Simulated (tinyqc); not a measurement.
Kinetic Monte Carlo and master equation for a particle on a ring of sites with traps and bias: one step, computed by the program tinyqc.

8 sites on a ring, numbered 1 to 8. The saddle between i and i+1 lies at E0 + s b_i and site i at s eps_i; a force F tilts the landscape, with the saddle half-way.

Problem. Closed form at zero force. At zero force D0 = a^2 nu exp(-E0/(k_B T)) / [<exp(-s eps/(k_B T))> <exp(s b/(k_B T))>], with means over the ring; Einstein relation v = D0 F/(k_B T); 1 angstrom = 1e-8 cm.

Inputs (values chosen for the exercise, for a model defect):
```
quantity                         value         unit
reference barrier E0              0.73           eV
scale factor s of the disorder       1            -
attempt frequency nu               1.6          THz
temperature T                      770            K
site spacing a                     2.4     angstrom
force F along the ring          0.0022  eV/angstrom
```

Disorder: both.

site energies eps_i (eV): -0.13  -0.19  -0.16  0  -0.11  0  -0.11  0

saddle shifts b_i between sites i and i+1 (eV): 0.0086  -0.037  0.00097  0.038  -0.015  0.0041  -0.097  0.073

Constants: k_B = 8.617333262e-05 eV/K.

Give: zero-force diffusivity D0; D0 over the value without disorder; Einstein drift.

Solution.

zero-force diffusivity D0 = 2.080e-09 cm^2/s

D0 over the value without disorder = 0.1354

Einstein drift = 0.006898 cm/s
